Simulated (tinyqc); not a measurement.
# Trench capacitor in an array: capacitance, non-linearity, leakage and relaxation, step by step

Numbers from tinyqc (`OMP_NUM_THREADS=1 python tinyqc.py 2102144 2102145 out.jsonl`; about 0.01 s on one thread of a shared Intel Xeon 2.30GHz). Printed values are rounded.

A film between two metal electrodes, each interface adding a series capacitance ci. The small-signal permittivity is ek (1 + aq E^2); the field is found with the linear permittivity. Leakage J = J0 sinh(E/Ef). After a voltage step the film passes a relaxation current kr C V tt^(-nr), tt being the time in seconds. The sidewall is a coaxial capacitor with radii a = dm/2 - t and b = dm/2, depth AR dm; the end face is left out.

Values chosen for this exercise; permittivity of the order of that of tantalum oxide:

| symbol | value | unit | meaning |
|---|---|---|---|
| ek | 27.4 |  | relative permittivity of the film |
| t | 17 | nm | film thickness |
| ci | 190 | uF/cm^2 | capacitance of each electrode interface (dead layer and screening) |
| aq | 0.008 | cm^2/MV^2 | quadratic field coefficient of the permittivity |
| V | 1.1 | V | bias |
| J0 | 6.1e-11 | A/cm^2 | leakage prefactor |
| Ef | 0.16 | MV/cm | field for an e-fold rise of the leakage |
| dm | 200 | nm | diameter of the hole |
| AR | 70 |  | aspect ratio, depth over diameter |
| pt | 330 | nm | pitch of the square array |
| rho | 1100 | uohm cm | resistivity of the inner electrode |

Constants: eps0 = 8.8541878128e-14 F/cm where lengths are in cm. Results are converted to the units shown.

## Planar capacitance, field and non-linearity

Planar film: Cf = eps0 ek/t, 1/C = 1/Cf + 2/ci, EOT = 3.9 eps0/C, effective permittivity C t/eps0, E = (V/t) C/Cf; quadratic coefficient [C(V)/C - 1]/V^2 with Cf (1 + aq E^2) in C(V).

Cf = 1.42709 uF/cm^2
C = 1.40597 uF/cm^2
EOT = 2.45606 nm
effective permittivity = 26.9945
E = 0.637483 MV/cm
quadratic coefficient = 2646.95 ppm/V^2
J = 1.63868e-9 A/cm^2

The interfaces take 1.48 % of the voltage.

## Cell capacitance, fields and time constant

Per length 1/c = ln(b/a)/(2 pi eps0 ek) + (1/a + 1/b)/(2 pi ci); cell capacitance c AR dm; per footprint over pt^2; fields c V/(2 pi eps0 ek r) at r = a and b; resistance of the inner electrode rho AR dm/(pi a^2); time constant R C/3 of the distributed line.

a = 83 nm
b = 100 nm
cell capacitance = 112.827 fF
capacitance per footprint = 103.606 uF/cm^2
field at a = 0.700681 MV/cm
field at b = 0.581565 MV/cm
R = 7.11565 kohm
R C/3 = 267.612 ps

The array gives 73.7 times the planar capacitance per footprint; curvature makes the field at the inner electrode 1.10 times the planar value.
